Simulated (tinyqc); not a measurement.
Sharp and graded interfaces: valley splitting in a one-orbital chain of atomic planes (second-neighbour model).

Each (001) plane carries one orbital with energy e0, hopping v to the next plane and u to the second: E(phi) = e0 + 2 v cos(phi) + 2 u cos(2 phi), where phi = pi - k a/4 (the sign of every second orbital is chosen so that v > 0, which shifts the phase by pi). The minimum lies at cos(phi0) = -v/(4u), phi0 = pi - (pi/2) k0 for a valley at k0 (2 pi/a), and e0 puts it at zero. A slab of N planes has hard walls: the matrix simply ends.

A well of Nw planes between barriers of 40 planes each (as of a SiGe alloy, taken as an offset alone). With x = j - 39.5 for plane j = 0, 1, ..., the potential is V0 (f(x) + f(Nw - x)) + F (j - 40) a/4, f(y) = 1/(1 + exp(y/L)), a step for L = 0; L is in planes, 4 L is about the distance over which f goes from 0.88 to 0.12, and 1 MV/m = 1e-4 V/angstrom.

Inputs chosen for the exercise (near those of the Delta valleys of silicon; abrupt walls in this chain split the valleys several times more than measured wells; not measured data):
- a = 5.43 angstrom (lattice constant; planes lie a/4 apart)
- V0 = 0.18 eV (barrier height)
- F = 2 MV/m (field)
- Nw = 71 (planes in the well)

u = 0.624130 eV
v = 0.494737 eV
e0 = 1.346303 eV

The lowest doublet for several interface widths L.

Doublet:

| L (planes) | 4 L (angstrom) | mean level (meV) | splitting (micro-eV) |
|---|---|---|---|
| 0.00 | 0.00 | 12.10 | 277.85 |
| 0.25 | 1.36 | 12.14 | 143.11 |
| 0.50 | 2.71 | 12.19 | 25.04 |
| 0.75 | 4.07 | 12.27 | 4.13 |
| 1.00 | 5.43 | 12.36 | 0.68 |
| 1.50 | 8.14 | 12.61 | 0.01 |
| 2.00 | 10.86 | 12.94 | 0.00 |

What can be read from this table?

The mean level moves by +0.8 meV over the table, while the splitting falls from 277.8 micro-eV at a step to 0.68 at L = 1 plane, a factor 408. Coupling the valleys needs the Fourier component of the potential at twice the valley wave vector, a period of a few planes, and grading removes it. Random alloy disorder, left out here, sets the splitting once this part is gone.

(tinyqc, `OMP_NUM_THREADS=1 python tinyqc.py 1450379 1450380 out.jsonl`, Intel(R) Xeon(R) Processor @ 2.30GHz, 1 thread, shared host, about 0.01 s.)
